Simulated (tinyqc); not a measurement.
Two-valley model of the transferred-electron effect. From threshold field back to valley separation dE. Computed by tinyqc, a small Python program. Command: `OMP_NUM_THREADS=1 python tinyqc.py 3011488 3011489 out.jsonl gunn inv`. One thread of a shared host (Intel(R) Xeon(R) Processor @ 2.30GHz), about 0.09 s of CPU time with the checks.

Both kinds of valley share one electron temperature T_e, and each has a constant mobility.

Inputs (values chosen for the exercise, modelled on GaN):

| quantity | value | unit |
|---|---|---|
| central-valley mass m1 | 0.2 | m_0 |
| satellite-valley mass m2 | 0.43 | m_0 |
| satellite valleys Z | 6 | - |
| central-valley mobility mu1 | 1100 | cm^2/(V s) |
| satellite-valley mobility mu2 | 56 | cm^2/(V s) |
| energy relaxation time tau_E | 0.071 | ps |
| lattice temperature T | 150 | K |

Solver: damped fixed point.

Constants: k_B = 8.617333262e-05 eV/K.

Method. Density-of-states ratio R = Z (m2/m1)^(3/2); n2/n1 = R exp(-dE/(k_B T_e)); mean mobility mu = (mu1 + mu2 n2/n1)/(1 + n2/n1); energy balance e mu F^2 = (3/2) k_B (T_e - T)/tau_E; v = mu F. Using T_e as the parameter, F(T_e) = sqrt(3 k_B (T_e - T)/(2 e mu tau_E)) and v = mu F; find the first maximum and the next minimum of v, and the most negative dv/dF between them.

Task: A run gave the result below. Find the valley separation dE, known to lie between 0.74 and 2.2 eV.

threshold field = 90.11493 kV/cm

Result:

Each step takes the trial c = (a f_b - b f_a)/(f_b - f_a), f being the result less the target and a, b, c the logarithms of the listed values; c replaces end b, the old b replaces a if the sign of f changed, and otherwise f_a is halved.

Scan of the range:

| valley separation dE (eV) | threshold field (kV/cm) |
|---|---|
| 0.740 | 70.675 |
| 0.887 | 77.230 |
| 1.060 | 84.309 |
| 1.280 | 92.544 |
| 1.530 | 101.099 |
| 1.830 | 110.501 |
| 2.200 | 121.099 |

False position (Illinois rule, in the logarithm of the input) inside the bracket:

| step | end a | end b | trial | threshold field (kV/cm) |
|---|---|---|---|---|
| 1 | 1.06000 | 1.28000 | 1.21074 | 90.0317 |
| 2 | 1.28000 | 1.21074 | 1.21297 | 90.1138 |
| 3 | 1.28000 | 1.21297 | 1.21303 | 90.1160 |
| 4 | 1.21297 | 1.21303 | 1.21300 | 90.1149 |
| 5 | 1.21303 | 1.21300 | 1.21300 | 90.1149 |
| 6 | 1.21300 | 1.21300 | 1.21300 | 90.1149 |
| 7 | 1.21300 | 1.21300 | 1.21300 | 90.1149 |
| 8 | 1.21300 | 1.21300 | 1.21300 | 90.1149 |
| 9 | 1.21300 | 1.21300 | 1.21300 | 90.1149 |
| 10 | 1.21300 | 1.21300 | 1.21300 | 90.1149 |
| 11 | 1.21300 | 1.21300 | 1.21300 | 90.1149 |
| 12 | 1.21300 | 1.21300 | 1.21300 | 90.1149 |

Threshold field rises at every point of a 13-point scan of the range (every second point is shown), so one value fits; it is bracketed by 1.06 and 1.28. Answer: valley separation dE = 1.213 eV.

Caution: T_e at the threshold exceeds 3000 K, outside the range of a Maxwellian in parabolic valleys.
